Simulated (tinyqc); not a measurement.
Worked calculation: Hubbard chain of 3 sites. One step of it, computed by the program tinyqc.

Question. Mean-field iteration 2. H(up) = T + U n(down), H(down) = T + U n(up); fill the lowest levels; n(new) = n + mixing (n(out) - n); E = tr T (rho up + rho down) + U sum n_up n_down of the output.

one-body matrix (hopping and site energies) (eV):
```
           1          2          3
1   0.000000  -1.390000   0.000000
2  -1.390000   0.000000  -1.390000
3   0.000000  -1.390000   0.000000
```

U = 2.200000 eV

electrons, up and down: 2  2

mixing = 0.500000

n(up) after iteration 1: 1 0.740484, 2 0.544532, 3 0.740484

n(down) after iteration 1: 1 0.676516, 2 0.622468, 3 0.676516

Give: levels, up; levels, down; energy; n(up) after iteration 2; n(down) after iteration 2.

Answer.

levels, up (eV): -0.5378  1.4883  3.3955

levels, down (eV): -0.5640  1.6291  3.3911

energy = -0.9295 eV

n(up) after iteration 2: 1 0.7415, 2 0.5298, 3 0.7415

n(down) after iteration 2: 1 0.6996, 2 0.5885, 3 0.6996
